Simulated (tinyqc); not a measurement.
What moves the results: two electrons on one impurity (helium-like model). A value that a table varies takes the place of the one given here.

Units Ha* = 2 Ry m/eps^2 and a* = a0 eps/m. One electron is bound by Z^2/2. Two electrons in the singlet built from exp(-a r) and exp(-b r): S = 8 (ab)^(3/2)/(a + b)^3, h_aa = a^2/2 - Z a, h_bb alike, h_ab = S (ab/2 - Z (a + b)/2), J = ab (a^2 + 3ab + b^2)/(a + b)^3, K = 20 (ab)^3/(a + b)^5, E = (h_aa + h_bb + 2 S h_ab + J + K)/(1 + S^2). For a = b this is a^2 - 2 Z a + 5a/8. Real double donors are deeper, since the central cell is left out.

Constants: e^2/(4 pi eps0) = 14.39964547 eV angstrom.

Inputs chosen for the exercise (near those of impurities in 3C SiC; not measured data): m = 0.356 m0 (one mean mass); eps = 9.8 (dielectric constant); Zs = (0.99, 1.06, 1.14, 1.64, 2.12, 2.42, 3.74) (charges); a_lat = 4.36 angstrom (lattice constant); Eg = 2.393 eV (gap); ED = 54.6 meV (donor binding); EA = 263.7 meV (acceptor binding); W0 = 2.7 x 1e7/s (rate at zero distance); kind = opposite (sublattices of donor and acceptor); shells = (80, 89, 91, 116, 189, 599, 876) (shell numbers).

## Effective charge

Ha* = 100.8669 meV

Binding of the first electron, of the second (-E - Z^2/2) with equal and with unequal orbitals, and U, the first less the second (unequal).

Results (meV):

| Z | first | second, equal | second, unequal | a/b | U | U/(Z Ha*) |
|---|---|---|---|---|---|---|
| 0.99 | 49.4 | -3.13 | 1.02 | 3.79 | 48.4 | 0.485 |
| 1.06 | 56.7 | -0.31 | 3.53 | 3.19 | 53.1 | 0.497 |
| 1.14 | 65.5 | 3.53 | 7.12 | 2.82 | 58.4 | 0.508 |
| 1.64 | 135.6 | 42.11 | 45.09 | 2.04 | 90.6 | 0.547 |
| 2.12 | 226.7 | 102.87 | 105.66 | 1.79 | 121.0 | 0.566 |
| 2.42 | 295.4 | 152.65 | 155.37 | 1.70 | 140.0 | 0.574 |
| 3.74 | 705.4 | 479.52 | 482.09 | 1.49 | 223.4 | 0.592 |

What does this show, and why?

Equal orbitals bind a second electron only above Z = (5/16)/(1 - 1/sqrt2) = 1.067; unequal ones do so in 7 of the 7 rows. Their gain is 4.15 meV in the first row and 2.57 in the last, while the second binding grows to 482 meV, so the gain decides the matter only near Z = 1. U grows almost linearly with Z: U/(Z Ha*) goes from 0.485 to 0.592, towards 5/8, while the first binding grows as Z^2. Angular correlation is left out: at Z = 1 this function binds the second electron by 0.0133 Ha*, half the exact 0.0278.

## Pair lines (donor-acceptor pair recombination)

h nu = Eg - ED - EA + q/(eps R), q = e^2/(4 pi eps0); shell j lies at R = a_lat sqrt(j/2) for the same sublattice and a_lat sqrt(j/2 - 5/16) for opposite ones (on the same sublattice shells 14, 30, 46, 56, 62, ... are empty, where 2j has the form 4^a (8b + 7)); rate W = W0 exp(-2R/aD) with the donor radius aD = q/(2 eps ED). Polarisation and overlap terms, which matter for close pairs, are left out.

Energy, rate and lifetime for each shell.

Lines:

| shell | R (angstrom) | Coulomb (meV) | h nu (eV) | step to the next shell (meV) | 1/W (microsecond) |
|---|---|---|---|---|---|
| 80 | 27.47 | 53.5 | 2.1282 | 0.33 | 2.20 |
| 89 | 28.98 | 50.7 | 2.1254 | 0.28 | 2.75 |
| 91 | 29.31 | 50.1 | 2.1248 | 0.28 | 2.89 |
| 116 | 33.12 | 44.4 | 2.1191 | 0.19 | 5.09 |
| 189 | 42.31 | 34.7 | 2.1094 | 0.092 | 20.0 |
| 599 | 75.42 | 19.5 | 2.0942 | 0.016 | 2.73e+03 |
| 876 | 91.22 | 16.1 | 2.0908 | 0.0092 | 2.86e+04 |

limit for distant pairs = 2.0747 eV
aD = 13.5 angstrom

What can be read from the table?

The lines crowd together, on average as R^-3: the step falls from 0.33 to 0.0092 meV, so distant pairs merge into a band. Close pairs emit higher and 1.3e+04 times faster over this table, so the band shifts to lower energy with delay and to higher energy with stronger pumping. All these lines lie below Eg, and R/aD runs from 2.0 up.

Program tinyqc; command `OMP_NUM_THREADS=1 python tinyqc.py 1251595 1251596 out.jsonl`; about 0.03 s on one thread of a shared Intel(R) Xeon(R) Processor @ 2.30GHz.
